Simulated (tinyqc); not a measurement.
Inside a calculation. Method: Hubbard chain of 6 sites. One step of it, computed by the program tinyqc.

Question. Mean-field iteration 1. H(up) = T + U n(down), H(down) = T + U n(up); fill the lowest levels; n(new) = n + mixing (n(out) - n); E = tr T (rho up + rho down) + U sum n_up n_down of the output.

one-body matrix (hopping and site energies) (eV):
```
           1          2          3          4          5          6
1   0.200000  -1.840000   0.000000   0.000000   0.000000   0.000000
2  -1.840000  -0.910000  -1.840000   0.000000   0.000000   0.000000
3   0.000000  -1.840000  -0.840000  -1.840000   0.000000   0.000000
4   0.000000   0.000000  -1.840000  -0.060000  -1.840000   0.000000
5   0.000000   0.000000   0.000000  -1.840000  -0.800000  -1.840000
6   0.000000   0.000000   0.000000   0.000000  -1.840000   0.930000
```

U = 7.900000 eV

electrons, up and down: 3  3

mixing = 0.200000

n(up) at the start (a guess, not normalised): 1 0.950000, 2 0.050000, 3 0.950000, 4 0.050000, 5 0.950000, 6 0.050000

n(down) at the start (a guess): 1 0.050000, 2 0.950000, 3 0.050000, 4 0.950000, 5 0.050000, 6 0.950000

Give: levels, up; levels, down; energy; n(up) after iteration 1; n(down) after iteration 1.

Answer.

levels, up (eV): -1.610  -0.899  0.245  7.318  8.191  8.975

levels, down (eV): -1.486  -0.514  0.946  7.077  7.868  8.329

energy = -5.611 eV

n(up) after iteration 1: 1 0.947, 2 0.061, 3 0.944, 4 0.055, 5 0.946, 6 0.047

n(down) after iteration 1: 1 0.048, 2 0.944, 3 0.059, 4 0.940, 5 0.064, 6 0.945
